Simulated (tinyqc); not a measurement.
A log to judge: electron mobility of a polar semiconductor by Rode's iterative solution of the Boltzmann equation. Computed by tinyqc. Command: `OMP_NUM_THREADS=1 python tinyqc.py 3018242 3018243 out.jsonl rode walk`. One thread of a shared host (Intel(R) Xeon(R) Processor @ 2.30GHz), about 0.01 s of CPU time with the checks.

The distribution is f(E) + e F l(E) (-df/dE) cos(theta) for a weak field F, theta counted from the force; l(E) is a mean free path. Elastic processes enter by their momentum rate, polar optical phonons by out- and in-scattering terms. One valley only: where upper valleys lie close, measured mobilities are lower. The density n is prescribed, even where a narrow-gap material would have more intrinsic carriers.

Inputs (values chosen for the exercise, for a model polar semiconductor):

| quantity | value | unit |
|---|---|---|
| effective mass m | 0.36 | m_0 |
| non-parabolicity alpha | 0.16 | 1/eV |
| static permittivity eps_s | 16.1 | - |
| high-frequency permittivity eps_inf | 13.2 | - |
| density rho | 3480 | kg/m^3 |
| sound velocity v_l | 4630 | m/s |
| acoustic deformation potential D_A | 8.1 | eV |
| optical phonon energy hbar w | 39 | meV |
| electron density n | 1.1e+18 | 1/cm^3 |
| compensation ratio C | 0.55 | - |
| temperature T | 350 | K |
| grid points per phonon energy s | 8 | - |
| iteration cap | 2 | - |

Band: Kane. Elastic processes: acoustic, impurity.

Constants: k_B = 8.617333262e-05 eV/K; m_0 = 9.1093837015e-31 kg; e = 1.602176634e-19 C; hbar = 1.054571817e-34 J s; eps_0 = 8.8541878128e-12 F/m; k_B = 1.380649e-23 J/K; hbar = 6.582119569e-16 eV s.

Method:
- Kane band: hbar^2 k^2/(2 m) = E (1 + alpha E), speed v = hbar k/(m (1 + 2 alpha E)), states per spin, volume and energy g(E) = m k (1 + 2 alpha E)/(2 pi^2 hbar^2); overlap factors are set to 1. Masses are multiplied by m_0 and all formulas are in SI units.
- The reduced Fermi level eta = E_F/(k_B T) solves n = 2 Z int g f dE with f = 1/(1 + exp(x - eta)) (Z = 1 unless valleys are given); screening length L_s = sqrt(eps_s eps_0 k_B T/(e^2 dn/deta)), dn/deta = 2 Z int g f (1 - f) dE.
- Integrals over x = E/(k_B T) use 160 Gauss-Legendre points in u = sqrt(x) from 0 to sqrt(max(eta, 0) + 32).
- N_I = n (1 + C)/(1 - C).
- Phonon occupation N_q = 1/(exp(hbar w/(k_B T)) - 1).
- Acoustic deformation potential (elastic, equipartition, absorption and emission together): 1/tau = 2 pi k_B T D_A^2 g(E)/(hbar rho v_l^2).
- Singly charged impurities, momentum relaxation: 1/tau = N_I e^4 m (1 + 2 alpha E) Phi/(8 pi (eps_s eps_0)^2 hbar^3 k^3), with alpha = 0 for a parabolic band.
- Brooks-Herring: Phi = ln(1 + b) - b/(1 + b), b = 4 k^2 L_s^2.
- Polar optical, unscreened: W = e^2 w (1/eps_inf - 1/eps_s) m (1 + 2 alpha E') ln|(k + k')/(k - k')| / (4 pi eps_0 hbar^2 k), times N_q for absorption (E' = E + hbar w) and N_q + 1 for emission (E' = E - hbar w > 0), with alpha = 0 for a parabolic band; mean cosine of the angle <cos> = (k^2 + k'^2)/(2 k k') - 1/ln|(k + k')/(k - k')|.
- Energy grid E_j = (j + 1/2) hbar w/s, j = 0, 1, ..., up to (max(eta, 0) + 18) k_B T, so that E_j +/- hbar w are grid points; l = 0 beyond the grid; integrals are sums times the spacing.
- With f' = f(E'): out-scattering S_o = sum over absorption and emission of W (1 - f')/(1 - f); nu = sum of elastic rates; the in-scattering weights are c+ = W_abs <cos> (1 - f')/(1 - f) for E' = E + hbar w and c- likewise for emission.
- Iteration: l_new(E) = [v(E) + c+ l(E + hbar w) + c- l(E - hbar w)]/(nu + S_o), from l = 0.
- mu = e sum g v l f (1 - f) / (3 k_B T sum g f) over the grid; stop when mu changes by less than 1e-8 of itself.

Course of the iteration:

| iteration | mu (cm^2/(V s)) | relative change |
|---|---|---|
| 1 | 128.405 | 1.00000 |
| 2 | 157.056 | 0.18242 |

Can the last value be used, and what does the course show?

No. The cap of 2 iterations was reached with mu still rising by 18 % in the last step, so the value is too low. Reruns converge with iteration cap = 200.
